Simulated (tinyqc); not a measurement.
Inside a calculation. Model: off-state leakage of single and stacked transistors.

Computed by the program tinyqc: `OMP_NUM_THREADS=1 python tinyqc.py 2242054 2242055 out.jsonl`, one thread of a shared Intel Xeon 2.30GHz, about 0.03 s for the whole run. Printed values are rounded.

n-channel devices of unit width. Subthreshold current I(Vg, Vs, Vd) = I0 (T/300 K)^0.5 exp[(Vg - Vs - VT(T) - gb (Vs - Vb) + dd (Vd - Vs))/(nf Vt)] (1 - exp(-(Vd - Vs)/Vt)), VT(T) = VT - cT (T - 300 K). Gate-edge tunnelling Ig (Vd/1 V) exp(ag (Vd - 1 V)), for a gate at 0 V, and band-to-band leakage Ab u exp(-Bb/u), u = Vd - Vb + 1 V, flow at a drain held at V; both are taken as independent of T. In a stack of off transistors (all gates at 0 V) the same subthreshold current passes through each.

Parameters, values chosen for the exercise; values of the order met in bulk silicon logic transistors: temperature T = 330 K; supply voltage V = 1 V; threshold at 300 K, zero drain and body bias VT = 0.41 V; fall of the threshold with temperature cT = 0.6 mV/K; current at threshold at 300 K I0 = 0.13 uA/um; slope factor nf = 1.3; drain-induced lowering per volt dd = 0.07; rise of the threshold per volt of source-body bias gb = 0.11; gate-edge tunnelling current at 1 V Ig = 2e-6 uA/um; exponential slope of the gate current ag = 4.6 1/V; prefactor of band-to-band leakage at the drain Ab = 200 uA/(um V); its exponential voltage Bb = 20 V; body voltage Vb = 0 V.

Constants: q = 1.602176634e-19 C, kB = 1.380649e-23 J/K, Vt = kB T/q. Results are converted to the units shown.

## Leakage of one transistor

Vg = Vs = 0, Vd = V; effective threshold VT(T) - gb Vb - dd V.

effective threshold = 0.322 V
parts (nA/um): subthreshold 0.0224838, gate edge 0.002, band-to-band 18.1600
total = 18.1845 nA/um
shares (%): subthreshold 0.123643, gate edge 0.0109984, band-to-band 99.8654

The band-to-band part is the largest.

## Starting value

Vx = dd V/(1 + gb + 2 dd), the solution for Vx well above Vt, rounded to three decimals.

Vx at the start = 0.056 V

## Iteration 1: new Vx

Stack of two, Vx the node between them: I_low = I(0, 0, Vx), I_up = I(0, Vx, V), f = ln(I_up/I_low), f' = -(1 + gb + 2 dd)/(nf Vt) - 1/(Vt (exp(Vx/Vt) - 1)) - 1/(Vt (exp((V - Vx)/Vt) - 1)), Vx(new) = Vx - f/f'.

I_low = 0.00323816 nA/um
I_up = 0.00376339 nA/um
f = 0.150313
f' = -39.5164 1/V
Vx after iteration 1 = 0.0598038 V

## Iteration 2: new Vx

As before.

I_low = 0.00332780 nA/um
I_up = 0.00333311 nA/um
f = 0.00159189
f' = -38.7030 1/V
Vx after iteration 2 = 0.0598449 V

## Iteration 3: new Vx

As before.

I_low = 0.00332873 nA/um
I_up = 0.00332873 nA/um
f = 1.65591e-7
f' = -38.6949 1/V
Vx after iteration 3 = 0.0598449 V

## Course of the iteration

Stop when the step is below 1e-11 V, or after 40 iterations.

Course of the iteration:
```
iteration  Vx before the step (V)  step (V)
1                           0.056   3.80e-3
2                       0.0598038   4.11e-5
3                       0.0598449   4.28e-9
4                       0.0598449   < 1e-15
```

Converged in 4 iterations. The subthreshold current of the stack is 0.003329 nA/um, 6.75 times less than that of one transistor (the drain leakage is unchanged); the estimate exp[dd V (1 + gb + dd)/((1 + gb + 2 dd) nf Vt)] gives 5.97.
